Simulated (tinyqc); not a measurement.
## Bandgap voltage reference from two bipolar transistors: effect of the output resistor at T0

Two transistors of area 1 and N carry the same current I. Is(T) = Is (T/T0)^eta exp[(Vg0 q/kB)(1/T0 - 1/T)], VBE1 = Vt ln(I/Is(T)) + I rb, VBE2 = Vt ln(I/(N Is(T))) + I rb/N. The amplifier forces I R1(T) = VBE1 - VBE2 + Vos, with R(T) = R (1 + tc (T - T0)) for both resistors, and the output is Vref = VBE1 + I R2(T). Base currents and the Early effect are neglected.

Vt = kB T/q; I = (Vt ln N + Vos)/(R1(T) - rb (1 - 1/N)). Box coefficient: span of Vref between 233 and 398 K over its average over T and over 165 K. The last column is the R2 that gives zero slope at T0.

Parameters, values chosen for the exercise; values of the order met in silicon bipolar transistors:
```
symbol    value   unit                                                   meaning
T0          300      K                                     reference temperature
Vg0       1.154      V                      band-gap voltage extrapolated to 0 K
eta         3.4                   temperature exponent of the saturation current
Is      1.3e-16      A           saturation current of the unit transistor at T0
N             4                              area ratio of the second transistor
R1           13   kohm  resistor across which the difference of VBE falls, at T0
tc            0  ppm/K                 temperature coefficient of both resistors
Vos           0     mV                                   offset of the amplifier
rb           11    ohm                  series resistance of the unit transistor
```

Constants: q = 1.602176634e-19 C, kB = 1.380649e-23 J/K. Results are converted to the units shown.

Effect of the output resistor at T0:

| R2 (kohm) | I at T0 (uA) | Vref at T0 (V) | slope at T0 (uV/K) | box coefficient (ppm/K) | R2 for zero slope (kohm) |
|---|---|---|---|---|---|
| 200.5 | 2.759 | 1.168 | -160.7 | 144.9 | 218.0 |
| 207.1 | 2.759 | 1.186 | -100.0 | 91.26 | 218.0 |
| 213.6 | 2.759 | 1.204 | -40.24 | 40.55 | 218.0 |
| 218 | 2.759 | 1.216 | 0.2161 | 14.85 | 218.0 |
| 222.3 | 2.759 | 1.228 | 39.76 | 27.47 | 218.0 |
| 228.9 | 2.759 | 1.246 | 100.4 | 74.13 | 218.0 |
| 235.4 | 2.759 | 1.264 | 160.2 | 120.2 | 218.0 |

Read the table: what changes, and by how much?

As R2 goes from 200.5 to 235.4, Vref rises from 1.168 to 1.264 V and the box coefficient goes from 145 through a minimum of 14.9 (at R2 = 218 among the rows listed) to 120 ppm/K. One per cent in R2 moves the slope by 20.0 uV/K.

tinyqc, about 0.02 s, one thread, Intel Xeon 2.30GHz (shared host): `OMP_NUM_THREADS=1 python tinyqc.py 2062083 2062084 out.jsonl`
